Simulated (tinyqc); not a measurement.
Bias-temperature instability from a Gaussian distribution of capture and emission barriers: one step, computed by the program tinyqc.

Each trap has a capture time tau_0 exp(E_c/(k_B T)) under stress and an emission time tau_0 exp(E_e/(k_B T)) after it. E_c is Gaussian, and E_e = E_c + d with d Gaussian and independent. A trap counts as filled once t_s exceeds its capture time and as emptied once t_r exceeds its emission time.

Problem. Lifetime. Demarcation energies E_s = k_B T ln(t_s/tau_0), E_r = k_B T ln(t_r/tau_0); mean barrier mu = mu_c - k_F F; z = (E_s - mu)/sigma_c; Phi is the standard normal distribution. Temperatures in kelvin are T(C) + 273.15. Solve V_max Phi(z) = criterion for t_s; the power-law extrapolation from the stress point is t_s (criterion/dV0)^(1/n); 1 year = 3.15576e7 s.

Inputs (values chosen for the exercise, for a model p-channel transistor):
```
quantity                            value  unit
shift with all traps filled V_max      63    mV
spread of capture barriers sigma_c   0.26    eV
time constant tau_0                 1e-10     s
temperature T                          25     C
stress time t_s                      2000     s
failure criterion                      30    mV
```

mean barrier mu = 1.42 eV

shift without recovery dV0 = 0.4689931 mV

time exponent n = 0.2731011

Constants: k_B = 8.617333262e-05 eV/K.

Give: log10 of the lifetime in s; log10 of the power-law estimate in s.

Solution.

log10 of the lifetime in s = 13.741

log10 of the power-law estimate in s = 9.9138

The power law gives a time shorter by 3.83 decades, since n falls as traps fill; ten years is log10 = 8.50. Caution: a lifetime this far beyond any test is a formal extrapolation of the Gaussian.
